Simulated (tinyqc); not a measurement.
p-type polysilicon, carrier trapping at grain boundaries: effect of the doping.

One-dimensional grains of size Lg, uniform ionised doping N, monovalent traps Qt at each boundary at a depth Et below (for electrons) or above (for holes) the band edge there, abrupt depletion of width W on each side of a boundary, Boltzmann statistics. xi is the distance from the band edge at the grain centre to the Fermi level. Trapped charge Qt/(1 + exp((xi + VB - Et)/Vt)) = 2 N W, barrier VB = q N W^2/(2 eps0 eps_r).

If the trap equation with xi = Vt ln(NB/N) has a root W < Lg/2, the grain is partly depleted; otherwise W = Lg/2 and the trap equation gives xi = Et - VB + Vt ln(Qt/(N Lg) - 1). N* = Qt/Lg. n0 = NB exp(-xi/Vt); mean density n0 (1 - 2 W/Lg) by charge balance in a partly depleted grain, and n0 (sqrt(pi)/2) erf(u)/u with u = sqrt(VB/Vt) in a fully depleted one; v = sqrt(kB T/(2 pi ms m0)); barrier resistivity Vt exp(VB/Vt)/(q fe n0 v Lg); grain resistivity (1 - 2 W/Lg)/(q n0 mug); effective mobility 1/(q mean density total resistivity). Rows with xi above 0.45 V, towards mid-gap, are left out, since the other carrier type is ignored.

Parameters, values chosen for the exercise; values of the order met in polycrystalline silicon:
```
symbol    value        unit                                                              meaning
T           400           K                                                          temperature
eps_r      11.7                                                            relative permittivity
NB      4.08e19       cm^-3                                  valence-band density of states at T
Lg           56          nm                                                           grain size
Qt       1.4e12       cm^-2                                     trap density of a grain boundary
Et         0.45          eV  depth of the trap level from the majority band edge at the boundary
ms         0.34          m0                                         mass for thermionic emission
fe            1                                           correction factor of the emission rate
mug         140  cm^2/(V s)                                           mobility inside the grains
```

Constants: q = 1.602176634e-19 C, kB = 1.380649e-23 J/K, m0 = 9.1093837015e-31 kg, Vt = kB T/q, eps0 = 8.8541878128e-14 F/cm where lengths are in cm. Results are converted to the units shown.

Result of one run:
```
N (cm^-3),N/N*,depleted share 2 W/Lg,VB (V),xi (V),mean density (cm^-3),resistivity (ohm cm),effective mobility (cm^2/(V s))
1.2e17,0.48000,1.0000,0.072752,0.38001,3.8943e14,89.514,179.05
```

What becomes of these results when the doping N is changed from 1.2e17 to 1.1e18 cm^-3, all else the same?

Result of the changed run:
```
N (cm^-3),N/N*,depleted share 2 W/Lg,VB (V),xi (V),mean density (cm^-3),resistivity (ohm cm),effective mobility (cm^2/(V s))
1.1e18,4.4000,0.22722,0.034432,0.12455,8.5005e17,0.049122,149.47
```

The whole series:
```
N (cm^-3),N/N*,depleted share 2 W/Lg,VB (V),xi (V),mean density (cm^-3),resistivity (ohm cm),effective mobility (cm^2/(V s))
1.2e17,0.48000,1.0000,0.072752,0.38001,3.8943e14,89.514,179.05
2.4e17,0.96000,1.0000,0.14550,0.19495,6.1322e16,3.4428,29.564
5.1e17,2.0400,0.48948,0.074079,0.15105,2.6037e17,0.16592,144.48
1.1e18,4.4000,0.22722,0.034432,0.12455,8.5005e17,0.049122,149.47
2.3e18,9.2000,0.10869,0.016473,0.099126,2.0500e18,0.022333,136.33
4.8e18,19.200,0.052082,0.0078937,0.073767,4.5500e18,0.010693,128.28
1e19,40.000,0.025000,0.0037891,0.048467,9.7500e18,0.0051517,124.26
```

As N goes from 1.2e17 to 1e19, VB goes from 0.0728 through a maximum of 0.146 (at N = 2.4e17 among the rows listed) to 0.00379 V, the resistivity falls from 89.5 to 0.00515 ohm cm and the effective mobility moves up and down between 29.6 and 179 cm^2/(V s). The steepest fall of the resistivity among the rows, as N^(-4.7), lies between N = 1.2e17 and 2.4e17 cm^-3; N* = 2.50e17 cm^-3. While the grain is fully depleted VB grows as N; once the traps are full it falls as 1/N. For N = 4.8e18, 1e19 xi is under 2.5 Vt, where Boltzmann statistics begin to fail. For N = 1.1e18, 2.3e18, 4.8e18, 1e19 VB is below Vt, where abrupt depletion and thermionic emission are rough. For N = 2.4e17 the grain is near the changeover between partial and full depletion, within a few Debye lengths, where both limits are rough. For N = 1.2e17, 5.1e17, 1.1e18 the effective mobility exceeds mug, since drift through the depleted part of the grain is left out.

Numbers from tinyqc (`OMP_NUM_THREADS=1 python tinyqc.py 2830098 2830099 out.jsonl`; about 0.01 s on one thread of a shared Intel Xeon 2.30GHz).
